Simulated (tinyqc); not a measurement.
Worked calculation: oxide trap near a transistor channel: two-state multiphonon kinetics, telegraph noise and bias instability. Computed by tinyqc, a small Python program that keeps every step. Command: `OMP_NUM_THREADS=1 python tinyqc.py 3021929 3021930 out.jsonl oxidetrap walk`. One thread of a shared host (Intel(R) Xeon(R) Processor @ 2.30GHz), about 0.01 s of CPU time with the checks. Intermediate numbers are printed to about 6 digits and carried at full precision; extremes and crossings named in words are read from the listed rows.

An n-channel device under positive gate bias. The trap is empty (state 1) or holds an electron (state 2); both states are parabolas of equal curvature, and the electron reservoir is taken at the Fermi level of the channel.

Inputs (values chosen for the exercise, with an insulator like SiO2 on silicon):
```
quantity                                value   unit
insulator constant eps_ox                3.79      -
insulator thickness t_ox                  4.5     nm
trap depth x from the interface          0.82     nm
tunnel barrier phi_b                     2.95     eV
tunnelling mass m_ox                     0.44    m_0
trap level above E_F at zero field E_t   0.41     eV
relaxation energy E_R                     2.1     eV
oxide field F                             4.4  MV/cm
attempt rate k_0 at the interface       2e+12    1/s
temperature T                             300      K
channel width W                            21     nm
channel length L                          190     nm
frequency f                              7000     Hz
stress time t_s                           800      s
```

Parts treated: one trap.

Constants: hbar^2/(2 m_0) = 3.80998212 eV angstrom^2; k_B = 8.617333262e-05 eV/K; e = 1.602176634e-19 C; eps_0 = 8.8541878128e-12 F/m.

## Tunnelling factor

kappa = sqrt(2 m_ox phi_b)/hbar = sqrt(m_ox phi_b/(hbar^2/2m_0)); attenuation length lambda = 1/(2 kappa); factor exp(-x/lambda) for a rectangular barrier.

kappa = 5.83681 1/nm

attenuation length lambda = 0.0856632 nm

tunnelling factor = 6.96258e-05

## Barriers and time constants

E_21 = E_t - e F x is the energy of state 2 over state 1; barriers E_c = (E_R + E_21)^2/(4 E_R), E_e = E_c - E_21; tau_c = exp(E_c/k_B T)/(k_0 P), tau_e = exp(E_e/k_B T)/(k_0 P), P the tunnelling factor; occupation f_2 = tau_e/(tau_c + tau_e); 1/tau_0 = 1/tau_c + 1/tau_e.

E_21 = 0.0492 eV

capture barrier E_c = 0.549888 eV

emission barrier E_e = 0.500688 eV

capture time tau_c = 12.4141 s

emission time tau_e = 1.85093 s

occupation f_2 = 0.129753

tau_0 = 1.61077 s

The two times are within a factor 30 of each other, so the trap switches between both states and shows as telegraph noise.

## Step height and noise

Charge-sheet step dV = e (t_ox - x)/(eps_ox eps_0 W L); Lorentzian spectrum S(f) = 4 dV^2 tau_0^2/((tau_c + tau_e)(1 + (2 pi f tau_0)^2)); corner 1/(2 pi tau_0); variance dV^2 f_2 (1 - f_2) = dV^2 tau_0/(tau_c + tau_e).

threshold step dV = 4.40349 mV

corner frequency = 0.0988068 Hz

S(f) = 2.81078e-15 V^2/Hz

root-mean-square noise = 1.47971 mV

f lies above the corner, on the 1/f^2 tail. Random dopants and current percolation, left out here, spread real steps around this value.

## Stress and recovery of one trap

From the zero-field occupation f(0), f(t) = f_2 + (f(0) - f_2) exp(-t/tau_0) under the field; after t_s the field is removed and f relaxes with the zero-field constants.

occupation at zero field = 1.29510e-07

tau_0 at zero field = 0.00369955 s

occupation after stress = 0.129753

half-time of recovery = 0.00256433 s

## Bias dependence of the times

The formulas are those given above.

Against field:
```
F (MV/cm)  E_21 (eV)    tau_c (s)    tau_e (s)          f_2
0.00         0.41000  2.85657e+04  3.69955e-03  1.29510e-07
1.32         0.30176  2.46942e+03  2.10499e-02  8.52416e-06
2.64         0.19352  2.37796e+02  1.33417e-01  5.60743e-04
3.52         0.12136  5.30452e+01  4.85163e-01  9.06333e-03
4.40         0.04920  1.24141e+01  1.85093e+00  1.29753e-01
5.28        -0.02296  3.04797e+00  7.40835e+00  7.08505e-01
6.60        -0.13120  4.05701e-01  6.49036e+01  9.93788e-01
```

ln(tau_c/tau_e) falls by e x/k_B T = 3.172 per MV/cm, which measures the depth x if the change of surface potential with bias is left aside. Over these rows tau_c shortens by 4.85 decades and tau_e lengthens by 4.24; the two share the shift almost equally, as the first and last E_21 average to little against E_R. The times cross at F = E_t/(e x) = 5.00 MV/cm.

Checks made by the program: detailed balance tau_c/tau_e = exp(E_21/k_B T) (relative difference below 1e-10); the integral of S(f) against the variance (relative difference below 1e-10).
